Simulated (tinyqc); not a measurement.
# Time-domain thermoreflectance: layered heat flow under a modulated pulse train, and what the signal ratio measures, step by step

A worked calculation. Computed by tinyqc, a small Python program that keeps every step. Command: `OMP_NUM_THREADS=1 python tinyqc.py 3110264 3110265 out.jsonl tdtr walk`. One thread of a shared host (Intel(R) Xeon(R) Processor @ 2.30GHz), about 0.1 s of CPU time with the checks. Intermediate numbers are printed to about 7 digits and carried at full precision; extremes and crossings named in words are read from the listed rows.

Pulses repeat at 80 MHz; heat is laid down at the surface, all layers are isotropic.

Inputs (values chosen for the exercise, modelled on aluminium on 4H-SiC):

| quantity | value | unit |
|---|---|---|
| metal thickness d | 100 | nm |
| metal conductivity | 190 | W/(m K) |
| metal heat capacity | 2.42 | MJ/(m^3 K) |
| boundary conductance G under the metal | 60 | MW/(m^2 K) |
| substrate conductivity kappa | 313 | W/(m K) |
| substrate heat capacity C | 2.2 | MJ/(m^3 K) |
| modulation frequency f | 12 | MHz |
| spot radius w (1/e^2, pump and probe) | 4.5 | micrometre |
| delay t | 500 | ps |

Stack: metal, substrate.

## Length and time scales

Penetration depth sqrt(kappa/(pi f C)); effusivity sqrt(kappa C); cooling time of the metal d C_m/G; Kapitza length kappa/G.

penetration depth = 1.942653 micrometre

effusivity = 26241.19 W s^(1/2)/(m^2 K)

cooling time of the metal = 4033.333 ps

Kapitza length = 5216.667 nm

depth over spot radius = 0.4317007

The penetration depth is not small against the spot, so radial spreading in the substrate matters at f.

## Impedance at k = 0 and the modulation frequency

For radial wave number k and angular frequency W each layer has u = sqrt(4 pi^2 k^2 + i W C/kappa) and gamma = kappa u. Surface impedance from below: Z = 1/gamma for the substrate; a layer of thickness L maps Z to (Z + tanh(u L)/gamma)/(1 + gamma Z tanh(u L)); a boundary adds 1/G. Take k = 0 and W = 2 pi f.

Z of the substrate = 3.103280-3.103280i m^2 K/GW

Z at the surface = 16.29409-8.48921i m^2 K/GW

## Response at the modulation frequency

Response per absorbed watt H(W) = 2 pi int_0^(2/w) Z(k, W) exp(-pi^2 k^2 w^2) k dk by 20 Gauss-Legendre points.

H(2 pi f) = 0.2515194-0.1157618i K/mW

phase of H(2 pi f) = -24.71425 degrees

## Signal at one delay

Signal: X + iY = sum_(m = -M..M) H(2 pi (f + m f_r)) exp(i 2 pi m f_r t) exp(-pi (m/M)^2 x 4), f_r = 80 MHz, M = 4000, with H(-W) the complex conjugate of H(W); V_in = X, V_out = Y, ratio = -V_in/V_out.

V_in = 0.7391147 K/mW

V_out = -0.09703215 K/mW

ratio -V_in/V_out = 7.617214

## Ratio and sensitivities against delay

Sensitivity S = ln(ratio'/ratio)/ln(1.01) for a rise of one input by 1 %.

Ratio and sensitivities:

| t (ps) | ratio | S to kappa | S to G | S to d | S to C | S to w |
|---|---|---|---|---|---|---|
| 100 | 10.41749 | 0.3404680 | 1.021333 | -1.578102 | 0.2137327 | -0.3579202 |
| 200 | 9.53835 | 0.3193978 | 0.926974 | -1.461002 | 0.1994341 | -0.3327914 |
| 400 | 8.16706 | 0.2862992 | 0.778237 | -1.256043 | 0.1767690 | -0.2933650 |
| 800 | 6.32987 | 0.2426623 | 0.577928 | -0.979844 | 0.1462578 | -0.2412631 |
| 1500 | 4.51180 | 0.2017176 | 0.376073 | -0.703932 | 0.1160814 | -0.1917743 |
| 2500 | 3.15363 | 0.1755928 | 0.217429 | -0.493914 | 0.0938129 | -0.1588207 |
| 4000 | 2.10488 | 0.1644108 | 0.077827 | -0.323574 | 0.0770675 | -0.1414838 |

The largest sensitivity in size at 100 ps is to d (-1.58). At 400 ps an error of 3 % in d passes on as 13 % in kappa.

Checks made by the program: steady rise of a bare substrate, 1/(2 sqrt(pi) w kappa), from the same quadrature (relative difference below 1e-10).
